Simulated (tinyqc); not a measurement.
Self-heating of a transistor with one or more fingers, with temperature-dependent conductivity: one step, computed by the program tinyqc. Command: `OMP_NUM_THREADS=1 python tinyqc.py 3019772 3019773 out.jsonl selfheat walk`. One thread of a shared host (Intel(R) Xeon(R) Processor @ 2.30GHz), about 0.08 s of CPU time with the checks.

N long parallel fingers lie on the top face of a slab whose bottom is held at T_0; the top is otherwise insulated, and heat flows in two dimensions. P in W/mm is 1000 P in W/m.

Question. Linear temperature rise of each finger. theta_i = (P/(pi kappa_0)) [g_0 + sum over j != i of g(|i - j| s)], with equal powers and constant conductivity; thermal resistance = largest theta/P.

Inputs (values chosen for the exercise, modelled on gallium oxide): conductivity at the base temperature kappa_0 = 22.6 W/(m K); power per gate width P = 0.25 W/mm; fingers N = 4.

Power: power rises with temperature.

own factor g_0 = 5.810803

g(j s), j = 1..7: [1.735624, 1.073082, 0.715846, 0.490520, 0.340004, 0.236926, 0.165515]

Give: theta of each finger; largest theta; thermal resistance.

Answer.

theta of each finger (K): [32.87, 36.46, 36.46, 32.87]

largest theta = 36.46 K

thermal resistance = 145.8 K mm/W

The neighbours supply 44 % of the rise of the hottest finger, which runs 3.6 K above the outer ones.
